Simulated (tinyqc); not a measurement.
Sputter depth profiling of a dopant layer: erosion rate, quantification and the mixing-roughness response: one step, computed by the program tinyqc.

A rastered ion beam erodes silicon (49.94 atoms per nm^3). The measured profile is the true one convolved with a depth response.

Question. Erosion and sensitivity. Scaling chosen for the exercise: yield Y = Y1 E^0.5, mixing length w = w1 E^0.5 (E in keV). Erosion rate = Y I/(e x raster^2 x density); depth step = rate x counting time; concentration = RSF x counts/matrix counts; detection limit = RSF x 3 sqrt(background x time)/(matrix rate x time).

Inputs (values chosen for the exercise, modelled on a dopant in silicon under an oxygen or caesium beam): beam energy E = 0.71 keV; beam current = 33 nA; raster side = 250 um; sputter yield at 1 keV = 1.5; mixing length at 1 keV = 2 nm; relative sensitivity factor RSF = 9.8e+20 1/cm^3; matrix count rate = 1.7e+06 1/s; background count rate = 2.1 1/s; counting time per point = 2 s.

True profile: box.

Constants: e = 1.602176634e-19 C.

Give: yield Y; mixing length w; erosion rate; depth step; detection limit.

Answer.

yield Y = 1.264

mixing length w = 1.685 nm

erosion rate = 0.08341 nm/s

depth step = 0.1668 nm

detection limit = 1.772e+15 1/cm^3

Caution: with so few background counts Poisson statistics, not 3 sqrt(N), set the true limit.
